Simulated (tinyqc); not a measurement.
From results back to parameters: valence-band offset from core levels. Three cases, with inputs chosen for the exercise.

Problem. At an interface of A and B the binding energy of the core level of B exceeds that of A by dCL. Binding energy of a core level = (EF - Ev) + CL, with one Fermi level for both sides. Find dEv = Ev(A) - Ev(B) and dEc = Eg2 - Eg1 - dEv with the corrected (second) gaps.

Case 1.

Values chosen (out of a larger set: gaps near those of Si and Ge; not measured data):
- CL = (75.77, 30.51) eV (depth of a core level below the valence top in bulk A and bulk B)
- Eg1 = (0.63, 1.13) eV (gap of A: semi-local value, corrected value)
- Eg2 = (0.1, 0.77) eV (gap of B: semi-local value, corrected value)

dCL = -46.0075 eV

Case 2.

Values chosen (out of a larger set: gaps near those of GaAs and AlAs; not measured data):
- CL = (39.46, 72.01) eV (depth of a core level below the valence top in bulk A and bulk B)
- Eg1 = (0.49, 1.53) eV (gap of A: semi-local value, corrected value)
- Eg2 = (1.37, 2.25) eV (gap of B: semi-local value, corrected value)

dCL = 32.9496 eV

Case 3.

Values chosen (out of a larger set: gaps near those of GaN and AlN; not measured data):
- CL = (80.19, 81.42) eV (depth of a core level below the valence top in bulk A and bulk B)
- Eg1 = (1.89, 3.45) eV (gap of A: semi-local value, corrected value)
- Eg2 = (4.39, 5.93) eV (gap of B: semi-local value, corrected value)

dCL = 2.0046 eV

Find: dEv; dEc.

Solution. dCL = (EF - Ev(B)) + CL_B - (EF - Ev(A)) - CL_A = dEv + CL_B - CL_A; the Fermi level drops out.

Case 1.

dEv = -0.75 eV
dEc = 0.39 eV

Case 2.

dEv = 0.40 eV
dEc = 0.32 eV

Case 3.

dEv = 0.77 eV
dEc = 1.71 eV

Computed by tinyqc, one run a case: `OMP_NUM_THREADS=1 python tinyqc.py N N+1 out.jsonl` with N = 1881157, 1881168, 1881198; one thread of a shared Intel(R) Xeon(R) Processor @ 2.30GHz, about 0.01 s a run at most.
